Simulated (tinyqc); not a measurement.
Vacuum evaporation: vapour pressure, source flux, thickness distribution, purity and step coverage. Changing the source temperature T. Computed by tinyqc, a small Python program. Command: `OMP_NUM_THREADS=1 python tinyqc.py 3113412 3113413 out.jsonl evap sweep`. One thread of a shared host (Intel(R) Xeon(R) Processor @ 2.30GHz), about 0.01 s of CPU time with the checks.

Molecular flow, unit sticking of the metal, no re-evaporation. The background gas is taken as water vapour (18.015 g/mol, collision diameter 0.37 nm) at 300 K.

Inputs (values chosen for the exercise, modelled on indium, with constants for the liquid):

| quantity | value | unit |
|---|---|---|
| molar mass M | 114.8 | g/mol |
| film density rho | 7.31 | g/cm^3 |
| vapour-pressure constant A | 10.41 | - |
| vapour-pressure constant B | 12260 | K |
| source area | 0.42 | cm^2 |
| directionality n | 1 | - |
| source-to-wafer distance h | 55 | cm |
| wafer radius R | 10 | cm |
| background pressure p | 3e-08 | Pa |
| sticking of background gas | 0.6 | - |

Constants: u = 1.6605390666e-27 kg; k_B = 1.380649e-23 J/K; R = 8.314462618 J/(mol K).

Method:
- log10(p_v/Pa) = A - B/T; flux from the surface Phi = p_v/sqrt(2 pi m k_B T), m = M u.
- Mass loss = Phi x area x m; heat of evaporation = ln(10) R B; d ln Phi/dT = ln(10) B/T^2 - 1/(2 T).
- A small source emits (n + 1) Phi area cos^n(phi)/(2 pi) per solid angle; on a parallel plane at height h and lateral distance l the arrival rate is (n + 1) Phi area/(2 pi h^2) x (1 + (l/h)^2)^(-(n + 3)/2). Growth rate = arrival rate x m/rho, m = M u. The wafer is fixed and centred above the source.
- Mean free path lambda = k_B T_g/(sqrt2 pi d^2 p); unscattered share exp(-h/lambda); gas arrival p/sqrt(2 pi m_g k_B T_g); impurity ratio = sticking x gas arrival/metal arrival; monolayer time = 1e15 cm^-2/(sticking x gas arrival).

One run for each value:

| source temperature T (K) | growth rate at the centre (nm/s) | vapour pressure p_v (Pa) | impurity ratio | change of flux per kelvin (%/K) |
|---|---|---|---|---|
| 1060 | 6.078e-04 | 6.982e-02 | 2.768e-02 | 2.465 |
| 1110 | 1.971e-03 | 2.317e-01 | 8.535e-03 | 2.246 |
| 1160 | 5.771e-03 | 6.935e-01 | 2.915e-03 | 2.055 |
| 1210 | 1.545e-02 | 1.896e+00 | 1.089e-03 | 1.887 |
| 1260 | 3.820e-02 | 4.785e+00 | 4.404e-04 | 1.738 |
| 1300 | 7.493e-02 | 9.533e+00 | 2.245e-04 | 1.632 |
| 1350 | 1.644e-01 | 2.131e+01 | 1.024e-04 | 1.512 |
| 1400 | 3.406e-01 | 4.496e+01 | 4.940e-05 | 1.405 |

What does the table show?

Over the rows, growth rate at the centre (nm/s) rises from 6.08e-4 to 0.341 (exponent d ln y / d ln x 26 between the first rows and 20 between the last); vapour pressure p_v (Pa) rises from 0.0698 to 45.0 (exponent d ln y / d ln x 26 between the first rows and 21 between the last); impurity ratio falls from 0.0277 to 4.94e-5 (exponent d ln y / d ln x -26 between the first rows and -20 between the last).

Caution (rows 1400): at this vapour pressure atoms collide above the melt, which widens the beam and lowers the net flux.
